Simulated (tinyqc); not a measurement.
Single-junction solar cell, detailed-balance limit: two steps of the calculation.

Every photon above the gap Eg makes one pair and none below is absorbed; carriers thermalise at T and move without loss. Jsc = q fs X Phi(Eg, Ts); the dark current is J0 = q ge Phi(Eg, T)/ERE with the Boltzmann factor exp(V/Vt). The efficiency is the electrical power over fs X sigma Ts^4.

Inputs (values chosen for the exercise):
- T = 300 K (cell temperature)
- Ts = 5778 K (temperature of the black-body sun)
- fs = 2.16e-5 (share of the hemisphere filled by the sun)
- X = 100 (concentration)
- ERE = 0.01 (external radiative efficiency)
- ge = 1 (number of faces that emit)
- Eg = 2.29 eV (band gap)

Constants: q = 1.602176634e-19 C, kB = 1.380649e-23 J/K, h = 6.62607015e-34 J s, c = 299792458 m/s. Results are converted to the units shown.

Task 1. Photocurrent, dark current and incident power. Photon flux above E from a black body at temperature T into a hemisphere: Phi(E, T) = A sum_k exp(-k E/th)[E^2 th/k + 2 E th^2/k^2 + 2 th^3/k^3], k = 1, 2, ..., with th = kB T/q in eV and A = 2 pi q^3/(h^3 c^2). Jsc = q fs X Phi(Eg, Ts), J0 = q ge Phi(Eg, T)/ERE. Pin = fs X sigma Ts^4, sigma = 2 pi^5 kB^4/(15 h^3 c^2).

Give: Jsc; J0; Pin.

Result 1.

Jsc = 1380 mA/cm^2
J0 = 7.435e-31 mA/cm^2
Pin = 1.365e4 mW/cm^2

Task 2. Maximum power point by substitution. v = Vmp/Vt solves (1 + v) exp(v) = 1 + Jsc/J0; v(new) = ln[(1 + Jsc/J0)/(1 + v)].

v after iteration 1 = 76.603540
Jsc = 1379.6529 mA/cm^2
J0 = 7.4348977e-31 mA/cm^2

Give: v after iteration 2.

Result 2.

v after iteration 2 = 72.252

Program tinyqc, `OMP_NUM_THREADS=1 python tinyqc.py 2820104 2820105 out.jsonl`; Intel Xeon 2.30GHz, shared host, one thread, about 0.01 s.
